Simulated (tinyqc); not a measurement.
The first four gaps: longitudinal sound in a periodic multilayer: transfer matrices, stop bands and folded phonons. Computed by tinyqc, a small Python program. Command: `OMP_NUM_THREADS=1 python tinyqc.py 3012170 3012171 out.jsonl multilayer walk`. One thread of a shared host (Intel(R) Xeon(R) Processor @ 2.30GHz), about 0.01 s of CPU time with the checks.

Layers 1 and 2 repeat with period d = d_1 + d_2; waves travel normal to the layers, without loss. State vector (u, s): displacement u and stress divided by omega. Impedances Z = rho v are in 1e6 kg/(m^2 s).

Inputs (values chosen for the exercise, modelled on aluminium (layer 1), tungsten (layer 2) and silica (substrate)):
```
quantity,value,unit
density rho_1,2.74,g/cm^3
velocity v_1,6510,m/s
thickness d_1,18.4,nm
density rho_2,19,g/cm^3
velocity v_2,5190,m/s
thickness d_2,15,nm
substrate density,2.24,g/cm^3
substrate velocity,5860,m/s
```

Method:
- Z = rho v; interface reflection r = (Z_2 - Z_1)/(Z_2 + Z_1) (stress amplitude, from 1 into 2); Bragg frequency f_B = 1/[2 (d_1/v_1 + d_2/v_2)]; long-wave velocity v_eff = d/sqrt[(d_1/v_1)^2 + (d_2/v_2)^2 + (Z_1/Z_2 + Z_2/Z_1)(d_1/v_1)(d_2/v_2)].
- A layer maps (u, s) by [[cos p, sin p/Z], [-Z sin p, cos p]], p = 2 pi f d_i/v_i; one period is M = M_2 M_1, and cos(q d) = trace(M)/2.
- Gap m contains m f_B; its edges, where trace(M)/2 = (-1)^m, are found by root search. Weak-contrast estimate of the width: (4 f_B/pi) |r sin(m pi a)|, a = (d_1/v_1)/(d_1/v_1 + d_2/v_2).

Bragg frequency f_B = 87.4647 GHz

Z_1 = 17.8374

Z_2 = 98.61

interface reflection r = 0.693640

Stop bands (GHz):
```
m,lower edge,upper edge,width,weak-contrast estimate
1,44.79,130.13,85.343,77.234
2,173.59,176.29,2.706,2.706
3,219.76,304.98,85.212,77.140
4,347.17,352.58,5.411,5.408
```

What does the comparison show, and why?

With a = 0.494, gap 1 is the widest and gap 2 the narrowest: the layers are near a quarter wave each at f_B, so the even gaps almost close. The weak-contrast estimate misses the first width by -9.5 % at |r| = 0.69. Odd gaps open at the edge of the folded zone (q = pi/d), even ones at its centre.
